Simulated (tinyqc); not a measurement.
Mobility of a non-polar semiconductor in the relaxation-time approximation: one step, computed by the program tinyqc. Command: `OMP_NUM_THREADS=1 python tinyqc.py 3011308 3011309 out.jsonl rta walk`. One thread of a shared host (Intel(R) Xeon(R) Processor @ 2.30GHz), about 0.01 s of CPU time with the checks.

Each valley is treated as a sphere of mass m_d for states and rates, with one isotropic relaxation time; the conductivity mass m_c sets the current.

Problem. Fermi level and screening. Parabolic band: E = hbar^2 k^2/(2 m), speed v = hbar k/m, states per spin, volume and energy g(E) = m k/(2 pi^2 hbar^2). Here m = m_d. Masses are multiplied by m_0 and all formulas are in SI units. The reduced Fermi level eta = E_F/(k_B T) solves n = 2 Z int g f dE with f = 1/(1 + exp(x - eta)) (Z = 1 unless valleys are given); screening length L_s = sqrt(eps_s eps_0 k_B T/(e^2 dn/deta)), dn/deta = 2 Z int g f (1 - f) dE. Integrals over x = E/(k_B T) use 160 Gauss-Legendre points in u = sqrt(x) from 0 to sqrt(max(eta, 0) + 32).

Inputs (values chosen for the exercise, modelled on electrons in silicon):
```
quantity,value,unit
equivalent valleys Z,6,-
static permittivity eps_s,11.7,-
carrier density n,1.4e+14,1/cm^3
temperature T,350,K
```

Band: parabolic. Impurity formula: Brooks-Herring. Further scattering: alloy.

density-of-states mass m_d = 0.3217033 m_0

Constants: k_B = 8.617333262e-05 eV/K; m_0 = 9.1093837015e-31 kg; e = 1.602176634e-19 C; hbar = 1.054571817e-34 J s; eps_0 = 8.8541878128e-12 F/m; k_B = 1.380649e-23 J/K.

Give: reduced Fermi level eta; screening length L_s.

Solution.

reduced Fermi level eta = -12.42

screening length L_s = 373.2 nm

The gas is non-degenerate (eta < -2), and L_s is close to the Debye length.
